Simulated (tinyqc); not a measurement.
From results back to parameters: direct gap of a germanium-like layer under biaxial tension. Three cases, with inputs chosen for the exercise.

Problem. A (001) layer under biaxial tension e_par has ezz = -2 (C12/C11) e_par, Ec = Eg + ac tr(e), E(HH) = -P - Q and E(LH) = -P + (Q - Dso + sqrt(Dso^2 + 2 Dso Q + 9 Q^2))/2 with P = -av tr(e), Q = -b (e_par - ezz). The transition from the light-hole edge is given.

Case 1.

Values chosen (near those of Ge, gaps at low temperature; not measured data): Eg = 0.901 eV (gap at Gamma to the s-like level); Dso = 0.288 eV (spin-orbit splitting); ac = -8.27 eV (conduction deformation potential); av = 1.23 eV (valence hydrostatic potential); b = -2.54 eV (tetragonal shear potential); C11 = 126.9 GPa; C12 = 48.9 GPa.

Ec - E(LH) = 0.645702 eV

Case 2.

Values chosen (near those of Ge, gaps at low temperature; not measured data): Eg = 0.881 eV (gap at Gamma to the s-like level); Dso = 0.288 eV (spin-orbit splitting); ac = -8.12 eV (conduction deformation potential); av = 1.24 eV (valence hydrostatic potential); b = -2.55 eV (tetragonal shear potential); C11 = 129.1 GPa; C12 = 47.6 GPa.

Ec - E(LH) = 0.683166 eV

Case 3.

Values chosen (near those of Ge, gaps at low temperature; not measured data): Eg = 0.886 eV (gap at Gamma to the s-like level); Dso = 0.285 eV (spin-orbit splitting); ac = -8.12 eV (conduction deformation potential); av = 1.26 eV (valence hydrostatic potential); b = -2.55 eV (tetragonal shear potential); C11 = 128.4 GPa; C12 = 47.6 GPa.

Ec - E(LH) = 0.799846 eV

Find: e_par; Ec - E(HH).

Solution. Ec - E(LH) falls steadily with tension, so bisection between 0 and 4 % gives the only root; then Ec - E(HH) = Eg + (ac - av) tr(e) + Q.

Case 1.

e_par = 1.440 %
Ec - E(HH) = 0.7976 eV

Case 2.

e_par = 1.130 %
Ec - E(HH) = 0.7975 eV

Case 3.

e_par = 0.510 %
Ec - E(HH) = 0.8484 eV

Computed by tinyqc, one run a case: `OMP_NUM_THREADS=1 python tinyqc.py N N+1 out.jsonl` with N = 1050140, 1050161, 1050170; one thread of a shared Intel(R) Xeon(R) Processor @ 2.30GHz, about 0.01 s a run at most.
